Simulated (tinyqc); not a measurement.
Two-band massive Dirac model of the K valleys: sweeps and comparisons. A value that a table varies takes the place of the one given here.

Basis (conduction, valence): H = [[D/2, a t (tau kx - i ky)], [a t (tau kx + i ky), -D/2 + lam tau sz]], valley tau = +/-1, spin sz = +/-1. The gap of a spin and valley is G = D - lam tau sz. Berry curvature Omega = curl of i<u|grad u>; for the conduction band Omega_c = -tau 2 a^2 t^2 G/(G^2 + 4 a^2 t^2 k^2)^(3/2), and Omega_v = -Omega_c.

Constants: hbar^2/2m0 = 3.80998211 eV angstrom^2.

Values chosen for the exercise (near those used for monolayer MoSe2; not measured data):
- a = 3.316 angstrom (lattice constant)
- D = 1.41 eV (gap parameter)
- t = 1 eV (effective hopping)
- lam = 0.086 eV (half the valence spin splitting)

## Away from the valley

Flavour tau = +1, sz = +1. Parabolic transition energy G + 2 a^2 t^2 k^2/G; degree of circular polarisation eta = 2 cos(theta)/(1 + cos^2(theta)). The last column is the Berry flux of the conduction band inside |k|, over 2 pi: -(1 - cos(theta))/2, cos(theta) = G/(transition energy).

Along |k|:
```
|k| (1/angstrom)  transition (eV)  parabolic (eV)  Omega_c (angstrom^2)     eta  flux/2 pi
0.000                      1.3240          1.3240               -12.545  1.0000     0.0000
0.025                      1.3343          1.3344               -12.256  1.0000    -0.0039
0.050                      1.3649          1.3655               -11.451  0.9995    -0.0150
0.075                      1.4143          1.4174               -10.291  0.9978    -0.0319
0.100                      1.4808          1.4901                -8.967  0.9938    -0.0529
0.150                      1.6561          1.6977                -6.411  0.9755    -0.1003
0.200                      1.8741          1.9884                -4.423  0.9425    -0.1468
0.300                      2.3899          2.8189                -2.133  0.8478    -0.2230
```

What can be read from the table?

The curvature halves at |k| = 0.153 1/angstrom, where 2 a t k = 0.766 G. At 0.3 the parabola is 429 meV too high, eta has fallen only to 0.848, and the flux has reached -0.223 of the -1/2 that a whole cone holds. The real bands leave this model beyond about 0.1 to 0.2 1/angstrom, where trigonal warping and other bands enter.

## Hole doping of the spin-split valence bands

The Fermi level lies E below the top of the valence band. kF for the upper and lower band of valley +1 from the two-band energy; each flavour holds kF^2/(4 pi) holes per area and both valleys count. Spin polarisation within one valley; Berry flux removed from valley +1, the sum of (1 - cos(theta_F))/2 with cos(theta_F) = G/sqrt(G^2 + 4 a^2 t^2 kF^2), in units of 2 pi.

Holes:
```
E (meV)  kF upper (1/angstrom)  kF lower  p (1e12/cm^2)  spin polarisation in a valley  flux/2 pi
21.5                    0.0513    0.0000           4.19                          1.000     0.0157
43.0                    0.0731    0.0000           8.51                          1.000     0.0305
86.0                    0.1050    0.0000          17.55                          1.000     0.0575
129.0                   0.1306    0.0000          27.13                          1.000     0.0815
163.4                   0.1487    0.0000          35.18                          1.000     0.0990
189.2                   0.1614    0.0487          45.21                          0.833     0.1224
258.0                   0.1927    0.1112          78.77                          0.500     0.1918
344.0                   0.2284    0.1615         124.58                          0.333     0.2645
```

How do the results move?

Up to E = 2 lam = 172 meV, a density of 37.2e12/cm^2, only the upper band of this model is emptied and each valley is fully spin-polarised, oppositely in the two. Beyond it the polarisation falls, to 0.33 in the last row. The flux, times e^2/h, is in size the change of the Hall conductivity of one valley; the other valley cancels it in the charge current. Rows with kF above about 0.2 1/angstrom lie beyond the range of the model, and in real layers the valley at Gamma, close below in MoS2 and WS2, can take holes as well.

## What each parameter does

Flavour tau = sz = +1 at k = 0: gap G, mass c G/(a t)^2 with c = hbar^2/2m0, Omega_c, and the B - A splitting 2 lam. Each row changes one parameter from the base and keeps the others.

Results:
```
case                 G (eV)  mass (m0)  Omega_c (angstrom^2)  B - A (eV)
base                 1.3240     0.4588               -12.545      0.1720
a = 3.3823 angstrom  1.3240     0.4409               -13.052      0.1720
D = 1.269 eV         1.1830     0.4099               -15.714      0.1720
t = 1.1 eV           1.3240     0.3791               -15.180      0.1720
lam = 0.129 eV       1.2810     0.4439               -13.402      0.2580
```

How do the results move?

The largest shifts from the base row, up to three for each result and ties (the steps differ in size, so this ranks the rows, not the parameters). G (eV): D -0.1410, lam -0.0430; unchanged at the printed digits by a and t. mass (m0): t -0.0796, D -0.0489, a -0.0178. Omega_c (angstrom^2): D -3.169, t -2.635, lam -0.856. B - A (eV): lam +0.0860; unchanged at the printed digits by a, D and t. The mass goes as G/(a t)^2 and the curvature as (a t)^2/G^2, so their product is -2c/G.

(tinyqc, `OMP_NUM_THREADS=1 python tinyqc.py 1452489 1452490 out.jsonl`, Intel(R) Xeon(R) Processor @ 2.30GHz, 1 thread, shared host, about 0.01 s.)
